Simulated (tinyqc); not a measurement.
What moves the results: quantum well in an electric field by finite differences. A value that a table varies takes the place of the one given here.

Finite differences on points z_i at the centres of cells of width h: H_ii = (c/h^2)(1/m_(i-1/2) + 1/m_(i+1/2)) + V_i, H_(i,i+1) = -(c/h^2)/m_(i+1/2), where m_(i+1/2) is the mean of the masses at the two points (the end values are repeated outwards), psi = 0 on the points beyond both ends, c = hbar^2/2m0. The field adds e F (z - z0) with z0 the middle of the structure; 1 kV/cm = 1e-5 eV/angstrom.

Constants: hbar^2/2m0 = 3.80998211 eV angstrom^2.

Parameters, chosen for this exercise (near those of a non-polar GaN well in AlGaN; the results hold for these values, not for the real material): layers = ((27, 0.51, 0.241), (45, 0, 0.208), (27, 0.51, 0.241)) (each layer: thickness in angstrom, band edge in eV, mass in m0); hf = 0.5625 angstrom (cell width of the fine grid); Fs = (0, 50, 100, 150, 200, 250, 300) kV/cm (fields); F = 120 kV/cm (field along z); Lw = 45 angstrom (well width); Lb = 27 angstrom (each outer barrier); V0 = 0.51 eV (barrier height); mw = 0.208 m0 (mass in the well); mb = 0.241 m0 (mass in the barriers).

## Stark shift

Fine grid. Perturbation theory: dE1 = e F z_11 - beta (e F)^2 with beta = sum_j z_1j^2/(E_j - E_1) over the 13 next levels at zero field, z from z0.

Levels against field:

| F (kV/cm) | E1 (eV) | E2 (eV) | dE1 (meV) | second order (meV) | <z - z0> (angstrom) | E2 - E1 (meV) |
|---|---|---|---|---|---|---|
| 0 | 0.0536 | 0.2099 | 0.00 | 0.00 | 0.0 | 156.3 |
| 50.0 | 0.0534 | 0.2099 | -0.18 | -0.18 | -0.7 | 156.5 |
| 100 | 0.0529 | 0.2099 | -0.73 | -0.73 | -1.5 | 157.1 |
| 150 | 0.0520 | 0.2100 | -1.64 | -1.64 | -2.2 | 158.1 |
| 200 | 0.0507 | 0.2102 | -2.90 | -2.92 | -2.9 | 159.5 |
| 250 | 0.0491 | 0.2103 | -4.51 | -4.57 | -3.6 | 161.2 |
| 300 | 0.0471 | 0.2105 | -6.46 | -6.58 | -4.2 | 163.3 |

z_11 = 0.00 angstrom
beta = 730.9 angstrom^2/eV

How do the results move?

At zero field the state is centred, so the shift starts as F^2; it turns linear only if the state is pulled to one side. At 300 kV/cm E1 has moved by -6.46 meV, where second order gives -6.58 meV; they differ by 1.8 % there. The electron moves by -4.2 angstrom, against the rise of the potential. E2 - E1 grows with the field; the ends are 156.3 and 163.3 meV.

## Order of mass and momentum

Fine grid. Hermitian kinetic operators m^a p m^b p m^a with 2a + b = -1: H_ii = (c/h^2) m_i^(2a) (m_(i-1/2)^b + m_(i+1/2)^b) + V_i, H_(i,i+1) = -(c/h^2) m_i^a m_(i+1)^a m_(i+1/2)^b; BenDaniel-Duke is a = 0. The halved form has H_ii = 2c/(h^2 m_i) + V_i and H_(i,i+1) = -(c/2h^2)(1/m_i + 1/m_(i+1)). The shifts are measured against BenDaniel-Duke; the last column repeats E1 with cells of hf/4.

Levels (eV):

| operator | E1 | E2 | E1 - E1(BDD) (meV) | E1 at hf/4 |
|---|---|---|---|---|
| BenDaniel-Duke | 0.0525 | 0.2100 | 0.0 | 0.0526 |
| (1/m) p^2 + p^2 (1/m), halved | 0.0545 | 0.2147 | 2.0 | 0.0500 |
| m^(-1/2) p^2 m^(-1/2) | 0.0558 | 0.2194 | 3.3 | 0.0558 |
| m^(-1/4) p m^(-1/2) p m^(-1/4) | 0.0542 | 0.2147 | 1.6 | 0.0542 |
| one mass, the smallest | 0.0542 | 0.2147 | 1.7 | 0.0542 |

How do the results move?

The three forms m^a p m^b p m^a span 3.3 meV in E1, 2 % of E2 - E1; they differ only at the mass steps (largest to smallest mass 1.16), where m^a psi is the continuous quantity. Dropping the mass step altogether moves E1 by +1.7 meV. Refining the grid moves the halved form by -4.5 meV, against at most 0.03 meV for the other three: at an abrupt step it has no limit as the grid is refined.

## What each parameter does

Three layers: barrier, well, barrier; fine grid. The Stark shift is E1(F) - E1(0). Each row changes one parameter from the base and keeps the others.

Results:

| case | E1 (eV) | E2 - E1 (meV) | Stark shift (meV) | <z - z0> (angstrom) |
|---|---|---|---|---|
| base | 0.0525 | 157.4 | -1.05 | -1.74 |
| Lw = 36 angstrom | 0.0743 | 213.4 | -0.57 | -0.95 |
| Lb = 36 angstrom | 0.0525 | 157.4 | -1.05 | -1.75 |
| V0 = 0.612 eV | 0.0548 | 164.8 | -0.95 | -1.59 |
| mw = 0.2392 m0 | 0.0483 | 144.8 | -1.08 | -1.80 |
| mb = 0.1928 m0 | 0.0550 | 162.2 | -0.99 | -1.65 |
| F = 180 kV/cm | 0.0512 | 158.9 | -2.35 | -2.60 |

How do the results move?

The largest shifts from the base row, up to three for each result and ties (the steps differ in size, so this ranks the rows, not the parameters). E1 (eV): Lw +0.0217, mw -0.0042, mb +0.0025; unchanged at the printed digits by Lb. E2 - E1 (meV): Lw +55.9, mw -12.6, V0 +7.4; unchanged at the printed digits by Lb. Stark shift (meV): F -1.30, Lw +0.48, V0 +0.09; unchanged at the printed digits by Lb. <z - z0> (angstrom): F -0.85, Lw +0.80, V0 +0.16.

Run: tinyqc, `OMP_NUM_THREADS=1 python tinyqc.py 1282583 1282584 out.jsonl`; Intel(R) Xeon(R) Processor @ 2.30GHz, one thread, shared host; about 0.01 s of CPU time with all checks.
